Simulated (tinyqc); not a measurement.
Trap density from one capacitance.

Problem. Traps spread evenly through the insulator exchange electrons with the semiconductor by tunnelling, with tau(x) = t0 exp(2 ka x) at depth x from the interface. The admittance per area Y seen at depth x obeys dY/dx = -Y^2/(i w eps0 eox) + q Nb ln(1 + i w tau)/tau, with Y(0) = i w Cs and w = 2 pi f; the gate sees Y(tox) = G + i w C. Working variable y = Y/(i w), in uF/cm^2. Cox = eps0 eox/tox. Find Nb and G/w.

Inputs (values chosen for the exercise):
```
symbol,value,unit,meaning
eox,4.03,,relative permittivity of the insulator
tox,11,nm,insulator thickness
Cs,1.1,uF/cm^2,semiconductor capacitance in accumulation
ka,5,1/nm,decay constant of the wave function in the insulator
t0,3e-9,s,time constant of a trap at the interface
f,10000,Hz,frequency
```

Constants: q = 1.602176634e-19 C, eps0 = 8.8541878128e-14 F/cm where lengths are in cm. Results are converted to the units shown.

C = 0.29508217 uF/cm^2

Solution. C rises steadily with Nb, so one density matches; in practice ka and t0 must come from the frequency dependence.

Nb = 7.70e19 cm^-3 eV^-1
G/w = 0.00571 uF/cm^2

Computed by the program tinyqc: `OMP_NUM_THREADS=1 python tinyqc.py 2202139 2202140 out.jsonl`, one thread of a shared Intel Xeon 2.30GHz, about 0.7 s for the whole run.
